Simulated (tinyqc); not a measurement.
Ferroelectric with a first-order transition, Landau-Devonshire energy: depolarisation in a thin film.

One domain with free energy u = al P^2 + be P^4 + ga P^6 - E P, al = a0 (T - T0), be < 0 < ga (P in uC/cm^2, E in kV/cm, u in mJ/cm^3). Equilibrium: E = 2 al P + 4 be P^3 + 6 ga P^5; a state is stable against small changes where dE/dP > 0. The coercive field is that of uniform switching, which real films, switching by domains, do not reach.

Imperfect screening, an effective length ls = 0.003 nm at each electrode, adds the energy ls P^2/(eps0 t), so al becomes al + ls/(eps0 t) and T0 falls by ls/(eps0 a0 t) (short-circuited film, background permittivity neglected). Ps^2 = [-be + sqrt(be^2 - 3 al ga)]/(3 ga); Pc^2 = [-3 be + sqrt(9 be^2 - 15 al ga)]/(15 ga), Ec = -E(Pc); susceptibility chi = 1/(eps0 dE/dP). TC = T0 + be^2/(4 a0 ga), where u(Ps) = u(0); T1 = T0 + be^2/(3 a0 ga), where the polar minimum disappears.

Parameters, values chosen for the exercise: slope of the quadratic coefficient a0 = 0.025 kV cm/(uC K); Curie-Weiss temperature T0 = 600 K; quartic coefficient be = -0.002 kV cm^5/uC^3; sixth-order coefficient ga = 1.1e-6 kV cm^9/uC^5; temperature T = 595 K.

Constants: eps0 = 8.8541878128e-14 F/cm where lengths are in cm. Results are converted to the units shown.

Results:
```
t (nm)	fall of T0 (K)	Ps (uC/cm^2)	depolarising field 2 ls Ps/(eps0 t) (kV/cm)	u(Ps) (mJ/cm^3)
27	50.20	27.64	69.37	186.4
42	32.27	31.73	51.20	-218.3
66	20.53	33.25	34.14	-528.7
100	13.55	34.00	23.04	-726.2
260	5.213	34.80	9.069	-973.1
410	3.306	34.97	5.779	-1031
640	2.118	35.07	3.713	-1067
1000	1.355	35.14	2.381	-1091
```

Estimate the missing row, t = 160 nm.

Computed row:
```
t (nm)	fall of T0 (K)	Ps (uC/cm^2)	depolarising field 2 ls Ps/(eps0 t) (kV/cm)	u(Ps) (mJ/cm^3)
160	8.471	34.50	14.61	-875.3
```

With this row back in the table: As the film thickens from 27 to 1000 nm, Ps rises from 27.6 to 35.1 uC/cm^2 (bulk 35.3) and the depolarising field falls from 69.4 to 2.38 kV/cm. The polar state is the lowest for t > 32.8 nm and exists at all for t > 25.3 nm.

Program tinyqc, `OMP_NUM_THREADS=1 python tinyqc.py 2860036 2860037 out.jsonl`; Intel Xeon 2.30GHz, shared host, one thread, about 0.01 s.
